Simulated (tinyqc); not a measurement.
Inside a calculation. Model: elastic strain and critical thickness of a cubic alloy layer A(1-x)B(x) on a thick substrate. Computed by tinyqc, a small Python program that keeps every step. Command: `OMP_NUM_THREADS=1 python tinyqc.py 3027910 3027911 out.jsonl misfit walk`. One thread of a shared host (Intel(R) Xeon(R) Processor @ 2.30GHz), about 0.01 s of CPU time with the checks. Intermediate numbers are printed to about 7 digits and carried at full precision; extremes and crossings named in words are read from the listed rows.

Strain is positive in tension. The layer is coherent with the substrate unless said otherwise.

Inputs (values chosen for the exercise, modelled on In(1-x)Ga(x)P on GaAs): fraction x of B = 0.49; lattice constant a_A = 5.869 angstrom; lattice constant a_B = 5.451 angstrom; substrate lattice constant a_S = 5.653 angstrom; layer thickness h = 230 nm; biaxial modulus of the substrate M_S = 133 GPa; substrate thickness t_S = 775 micrometre; wafer diameter W = 100 mm; X-ray wavelength = 1.540593 angstrom; start of the iteration h0/b = 20.

Growth plane: (001). Layer: uncapped. Misfit dislocation: 60-degree.

C11, C12, C44 of A (GPa): [101.9, 57.08, 45.16]

C11, C12, C44 of B (GPa): [137.7, 62.32, 70.12]

## Alloy by Vegard's rule, and misfit

a = (1 - x) a_A + x a_B, the same rule for each C_ij; misfit f = (a_S - a)/a, the in-plane strain of the coherent layer.

free lattice constant a = 5.66418 angstrom

elastic constants (GPa): C11 119.4420, C12 59.6476, C44 57.3904

misfit f = -0.001973807

The layer is compressed in the plane by 0.20 %.

## Biaxial strain, stress and energy

(001): D = 2 C12/C11, M = C11 + C12 - 2 C12^2/C11. The free surface carries no normal stress, so e_perp = -D f; dV/V = 2 f + e_perp; stress = M f; energy per area = M f^2 h (1 GPa nm = 1 J/m^2).

ratio D = 0.9987710

normal strain e_perp = 0.001971381

volume strain dV/V = -0.001976233

biaxial modulus M = 119.5153 GPa

in-plane stress = -0.2359002 GPa

strain energy per area = 0.1070930 J/m^2

## Symmetric X-ray reflection

Reflection 004: d = a_perp/sqrt(16), with a_perp = a (1 + e_perp) for the coherent layer, a for the relaxed layer and a_S for the substrate; sin(theta) = lambda/(2 d).

Bragg angles:
```
crystal         a_perp (angstrom)  theta (degrees)  from substrate (arcsec)
substrate                5.653000         33.02830                   0.0000
coherent layer           5.675346         32.88176                -527.5506
relaxed layer            5.664180         32.95481                -264.5671
```

peak separation of the coherent layer = -527.5506 arcsec

The coherent layer lies 1.99 times as far from the substrate peak as a relaxed one, about 1 + D = 2.00: reading its peak as relaxed would overstate the mismatch by that factor.

## Isotropic constants and the prefactor A

Voigt averages: G = (C11 - C12 + 3 C44)/5, B = (C11 + 2 C12)/3, nu = (3 B - 2 G)/(2 (3 B + G)); b = a/sqrt(2). The 60-degree dislocation has cos alpha = 1/2, and cos lambda = 1/2 on (001). Matthews-Blakeslee: h_c = A [ln(h_c/b) + 1], A = b (1 - nu cos^2 alpha)/(8 pi |f| (1 + nu) cos lambda), the factor 8 pi being that of an uncapped layer.

shear modulus G = 46.39312 GPa

Poisson ratio nu = 0.2559373

Burgers vector b = 0.4005180 nm

prefactor A = 12.03435 nm

## Critical thickness by fixed-point iteration

Start at h0, put the right side back in, and stop when the change is below 1e-9 h or h turns negative.

Iteration:
```
step  h in (nm)  h out (nm)   change (nm)
1       8.01036    48.08604  4.007568e+01
2      48.08604    69.65467  2.156864e+01
3      69.65467    74.11409  4.459424e+00
4      74.11409    74.86090  7.468031e-01
5      74.86090    74.98155  1.206560e-01
6      74.98155    75.00093  1.938058e-02
7      75.00093    75.00404  3.110132e-03
8      75.00404    75.00454  4.990289e-04
9      75.00454    75.00462  8.006859e-05
10     75.00462    75.00464  1.284686e-05
11     75.00464    75.00464  2.061254e-06
12     75.00464    75.00464  3.307242e-07
13     75.00464    75.00464  5.306407e-08
```

critical thickness h_c (Matthews-Blakeslee) = 75.00464 nm

Converged; near the root each step shrinks the error by A/h_c = 0.160. h_c is 187.3 Burgers vectors.

## Equilibrium strain at the thickness h

For h > h_c the same force balance gives the strain left, |e| = |f| A [ln(h/b) + 1]/h, and below h_c e = f; relaxation = 1 - e/f; dislocations per length across each line direction = (|f| - |e|)/(b cos lambda).

strain left e = -7.593965e-04

relaxation = 61.52631 %

dislocation line density = 6.064201 1/micrometre

h is 3.07 h_c: in equilibrium dislocations lie 165 nm apart; slow nucleation and glide can keep a real layer more strained.

## Wafer curvature of the coherent layer

Stoney: curvature = 6 |stress| h/(M_S t_S^2); radius = 1/curvature; bow = curvature W^2/8.

curvature = 0.004075232 1/m

radius of curvature = 245.3848 m

bow = 5.094040 micrometre

Caution: the curvature assumes a coherent layer, but h exceeds h_c.

## Force balance against energy balance

People-Bean: h_c = P ln(h_c/b), P = (1 - nu)/(1 + nu) b^2/(16 pi sqrt(2) a f^2). The misfit is scaled by 0.25, 0.4, 0.6, 1, 1.5, 2.2 at fixed a, b and nu; the upper root is taken, and rows with A < 1.3 b or P < 3 b, where the roots shrink to the core size or vanish, are left out.

Critical thickness:
```
|f| (%)    Matthews-Blakeslee (nm)  People-Bean (nm)     ratio
0.0493452                 377.8548          122429.9  324.0132
0.0789523                 219.8683           43944.5  199.8675
0.1184284                 137.1064           18031.8  131.5169
0.1973807                  75.0046            5804.8   77.3921
0.2960711                  46.0976            2334.6   50.6457
0.4342376                  28.8705             976.2   33.8122
```

The exponents d ln h_c/d ln f are -1.15 and -2.18 between the first rows, steeper than the -1 and -2 of the prefactors because of the logarithm. The ratio falls from 324 to 33.8 as the misfit grows. Where People-Bean lies above, a layer between the lines is metastable: dislocations would lower the energy but have to be nucleated.

Checks made by the program: D and M against the full stiffness tensor (relative difference below 1e-10); h_c against the Lambert function, -A W_(-1)(-b/(A e)) (relative difference 1e-10).
